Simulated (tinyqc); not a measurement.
# Changing the noise amplitude

Model: cluster expansion of a binary alloy: correlations, fit, cross-validation and ground states. Computed by tinyqc, a small Python program. Command: `OMP_NUM_THREADS=1 python tinyqc.py 3001506 3001507 out.jsonl clex sweep`. One thread of a shared host (Intel(R) Xeon(R) Processor @ 2.30GHz), about 0.03 s of CPU time with the checks.

s = +1 for A and -1 for B. Energy per site E = J0 + J1 P(point) + sum over clusters of m V P, with P the mean product of spins; V > 0 on a pair favours unlike neighbours. Clusters per site m: pair 1 2, pair 2 2, pair 3 2, triplet 4; the triplet is two first-neighbour bonds at a right angle. Formation energies are counted from the line between pure A and pure B, which removes J0 and J1.

Inputs (values chosen for the exercise, for a model alloy):

| quantity | value | unit |
|---|---|---|
| first-pair interaction V1 | 23.8 | meV |
| second-pair interaction V2 | 2 | meV |
| third-pair interaction V3 | 2.8 | meV |
| triplet interaction Vt | -1.3 | meV |

Lattice: square.

correlations P, counted on periodic cells:
```
                       point     pair 1     pair 2     pair 3    triplet
A                   1.000000   1.000000   1.000000   1.000000   1.000000
A3B p(2x2)          0.500000   0.000000   0.000000   1.000000  -0.500000
A3B c(4x2)          0.500000   0.000000   0.000000   0.500000  -0.500000
A2B diagonal rows   0.333333  -0.333333   0.333333  -0.333333  -0.333333
A2B rows            0.333333   0.333333  -0.333333   0.333333   0.333333
AB c(2x2)           0.000000  -1.000000   1.000000   1.000000   0.000000
AB p(2x1)           0.000000   0.000000  -1.000000   1.000000   0.000000
A2B2 rows           0.000000   0.500000   0.000000   0.000000   0.000000
AB2 diagonal rows  -0.333333  -0.333333   0.333333  -0.333333   0.333333
AB2 rows           -0.333333   0.333333  -0.333333   0.333333  -0.333333
AB3 p(2x2)         -0.500000   0.000000   0.000000   1.000000   0.500000
AB3 c(4x2)         -0.500000   0.000000   0.000000   0.500000   0.500000
B                  -1.000000   1.000000   1.000000   1.000000  -1.000000
```

standard normal numbers for the noise (0 for the pure ends): A 0.000, A3B p(2x2) 0.645, A3B c(4x2) -0.128, A2B diagonal rows 1.260, A2B rows 0.725, AB c(2x2) 1.286, AB p(2x1) -0.539, A2B2 rows -0.246, AB2 diagonal rows -1.008, AB2 rows 0.999, AB3 p(2x2) -0.388, AB3 c(4x2) -0.300, B 0.000

Method:
- Design matrix of formation energies: m (P - 1) for pairs and m (P(triplet) - P(point)) for the triplet; x = (1 - P(point))/2.
- Exact: X V with V = (V1, V2, V3, Vt). The data to fit add the noise amplitude times the normal numbers, standing for what the clusters leave out.
- Leave out pair 3: A = X^T X and b = X^T E (E being the data with noise) over these three columns; solve A V = b. The root-mean-square error runs over the structures between the pure ends.
- For each set, H = X (X^T X)^-1 X^T over the structures between the ends; residual e = E - H E; leave-one-out error e_i/(1 - H_ii); both as root mean squares.

One run for each value:

| noise amplitude (meV/site) | leave-one-out error without pair 3 (meV/site) | leave-one-out error with all four (meV/site) | root-mean-square error of the three-cluster fit (meV/site) |
|---|---|---|---|
| 0.24 | 4.72 | 0.26 | 3.00 |
| 0.46 | 4.77 | 0.49 | 3.01 |
| 0.89 | 4.90 | 0.95 | 3.05 |
| 1.70 | 5.20 | 1.82 | 3.19 |
| 3.30 | 6.01 | 3.54 | 3.67 |
| 6.40 | 8.05 | 6.86 | 5.03 |
| 12.00 | 12.41 | 12.87 | 8.08 |
| 24.00 | 22.51 | 25.73 | 15.23 |

Describe and explain the trends.

Over the rows, leave-one-out error without pair 3 (meV/site) rises from 4.72 to 22.5 (exponent d ln y / d ln x 0.018 between the first rows and 0.86 between the last); leave-one-out error with all four (meV/site) rises from 0.257 to 25.7 (exponent d ln y / d ln x about 1.0 throughout); root-mean-square error of the three-cluster fit (meV/site) rises from 3.00 to 15.2 (exponent d ln y / d ln x 0.0069 between the first rows and 0.91 between the last). With all four clusters the error is pure noise and scales with it. Leaving out pair 3 leaves a floor set by V3 once the noise is small enough, but predicts better from a noise of 12 meV on.
